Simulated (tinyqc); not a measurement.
Worked calculation: elastic strain and critical thickness of a cubic alloy layer A(1-x)B(x) on a thick substrate. Computed by tinyqc, a small Python program that keeps every step. Command: `OMP_NUM_THREADS=1 python tinyqc.py 3013303 3013304 out.jsonl misfit walk`. One thread of a shared host (Intel(R) Xeon(R) Processor @ 2.30GHz), about 0.01 s of CPU time with the checks. Intermediate numbers are printed to about 5 digits and carried at full precision; extremes and crossings named in words are read from the listed rows.

Strain is positive in tension. The layer is coherent with the substrate unless said otherwise.

Inputs (values chosen for the exercise, modelled on Ga(1-x)In(x)As on GaAs):

| quantity | value | unit |
|---|---|---|
| fraction x of B | 0.089 | - |
| lattice constant a_A | 5.653 | angstrom |
| lattice constant a_B | 6.058 | angstrom |
| substrate lattice constant a_S | 5.653 | angstrom |
| layer thickness h | 91 | nm |
| biaxial modulus of the substrate M_S | 124 | GPa |
| substrate thickness t_S | 350 | micrometre |
| wafer diameter W | 200 | mm |
| X-ray wavelength | 1.540593 | angstrom |
| start of the iteration h0/b | 1000 | - |

Growth plane: (001). Layer: buried under a thick cap. Misfit dislocation: 60-degree.

C11, C12, C44 of A (GPa): 117.4  53.7  60.19

C11, C12, C44 of B (GPa): 83.06  44.92  39.96

## Alloy by Vegard's rule, and misfit

a = (1 - x) a_A + x a_B, the same rule for each C_ij; misfit f = (a_S - a)/a, the in-plane strain of the coherent layer.

free lattice constant a = 5.689045 angstrom

elastic constants (GPa): C11 114.34, C12 52.92, C44 58.39

misfit f = -0.0063359

The layer is compressed in the plane by 0.63 %.

## Biaxial strain, stress and energy

(001): D = 2 C12/C11, M = C11 + C12 - 2 C12^2/C11. The free surface carries no normal stress, so e_perp = -D f; dV/V = 2 f + e_perp; stress = M f; energy per area = M f^2 h (1 GPa nm = 1 J/m^2).

ratio D = 0.92561

normal strain e_perp = 0.0058645

volume strain dV/V = -0.0068072

biaxial modulus M = 118.28 GPa

in-plane stress = -0.74941 GPa

strain energy per area = 0.43208 J/m^2

## Symmetric X-ray reflection

Reflection 004: d = a_perp/sqrt(16), with a_perp = a (1 + e_perp) for the coherent layer, a for the relaxed layer and a_S for the substrate; sin(theta) = lambda/(2 d).

Bragg angles:

| crystal | a_perp (angstrom) | theta (degrees) | from substrate (arcsec) |
|---|---|---|---|
| substrate | 5.6530 | 33.028 | 0.0 |
| coherent layer | 5.7224 | 32.578 | -1622.3 |
| relaxed layer | 5.6890 | 32.793 | -848.5 |

peak separation of the coherent layer = -1622.3 arcsec

The coherent layer lies 1.91 times as far from the substrate peak as a relaxed one, about 1 + D = 1.93: reading its peak as relaxed would overstate the mismatch by that factor.

## Isotropic constants and the prefactor A

Voigt averages: G = (C11 - C12 + 3 C44)/5, B = (C11 + 2 C12)/3, nu = (3 B - 2 G)/(2 (3 B + G)); b = a/sqrt(2). The 60-degree dislocation has cos alpha = 1/2, and cos lambda = 1/2 on (001). Matthews-Blakeslee: h_c = A [ln(h_c/b) + 1], A = b (1 - nu cos^2 alpha)/(4 pi |f| (1 + nu) cos lambda), the factor 4 pi being that of a buried layer, with a dislocation at both interfaces.

shear modulus G = 47.31875 GPa

Poisson ratio nu = 0.23466

Burgers vector b = 0.40228 nm

prefactor A = 7.7043 nm

## Critical thickness by fixed-point iteration

Start at h0, put the right side back in, and stop when the change is below 1e-9 h or h turns negative.

Iteration:

| step | h in (nm) | h out (nm) | change (nm) |
|---|---|---|---|
| 1 | 402.28 | 60.924 | -3.4135e+02 |
| 2 | 60.92 | 46.382 | -1.4542e+01 |
| 3 | 46.38 | 44.281 | -2.1011e+00 |
| 4 | 44.28 | 43.924 | -3.5716e-01 |
| 5 | 43.92 | 43.861 | -6.2393e-02 |
| 6 | 43.86 | 43.850 | -1.0952e-02 |
| 7 | 43.85 | 43.848 | -1.9239e-03 |
| 8 | 43.85 | 43.848 | -3.3803e-04 |
| 9 | 43.85 | 43.848 | -5.9394e-05 |
| 10 | 43.85 | 43.848 | -1.0436e-05 |
| 11 | 43.85 | 43.848 | -1.8336e-06 |
| 12 | 43.85 | 43.848 | -3.2218e-07 |
| 13 | 43.85 | 43.848 | -5.6609e-08 |
| 14 | 43.85 | 43.848 | -9.9464e-09 |

critical thickness h_c (Matthews-Blakeslee) = 43.848 nm

Converged; near the root each step shrinks the error by A/h_c = 0.176. h_c is 109.0 Burgers vectors.

## Equilibrium strain at the thickness h

For h > h_c the same force balance gives the strain left, |e| = |f| A [ln(h/b) + 1]/h, and below h_c e = f; relaxation = 1 - e/f; dislocations per length across each line direction = (|f| - |e|)/(b cos lambda).

strain left e = -0.0034446

relaxation = 45.634 %

dislocation line density = 14.375 1/micrometre

h is 2.08 h_c: in equilibrium dislocations lie 69.6 nm apart; slow nucleation and glide can keep a real layer more strained.

## Wafer curvature of the coherent layer

Stoney: curvature = 6 |stress| h/(M_S t_S^2); radius = 1/curvature; bow = curvature W^2/8.

curvature = 0.026937 1/m

radius of curvature = 37.123 m

bow = 134.69 micrometre

Caution: the curvature assumes a coherent layer, but h exceeds h_c. Caution: a bow above a fifth of the wafer thickness is beyond Stoney's small-deflection limit.

## Force balance against energy balance

People-Bean: h_c = P ln(h_c/b), P = (1 - nu)/(1 + nu) b^2/(16 pi sqrt(2) a f^2). The misfit is scaled by 0.25, 0.4, 0.6, 1, 1.5, 2.2 at fixed a, b and nu; the upper root is taken, and rows with A < 1.3 b or P < 3 b, where the roots shrink to the core size or vanish, are left out.

Critical thickness:

| \|f\| (%) | Matthews-Blakeslee (nm) | People-Bean (nm) | ratio |
|---|---|---|---|
| 0.1584 | 225.92 | 10007 | 44.294 |
| 0.2534 | 130.65 | 3504 | 26.817 |
| 0.3802 | 80.95 | 1400 | 17.290 |
| 0.6336 | 43.85 | 431 | 9.832 |
| 0.9504 | 26.68 | 165 | 6.195 |
| 1.3939 | 16.51 | 65 | 3.931 |

The exponents d ln h_c/d ln f are -1.17 and -2.23 between the first rows, steeper than the -1 and -2 of the prefactors because of the logarithm. The ratio falls from 44.3 to 3.93 as the misfit grows. Where People-Bean lies above, a layer between the lines is metastable: dislocations would lower the energy but have to be nucleated. People-Bean has no form for a buried layer.

Checks made by the program: D and M against the full stiffness tensor (relative difference below 1e-10); h_c against the Lambert function, -A W_(-1)(-b/(A e)) (relative difference below 1e-10).
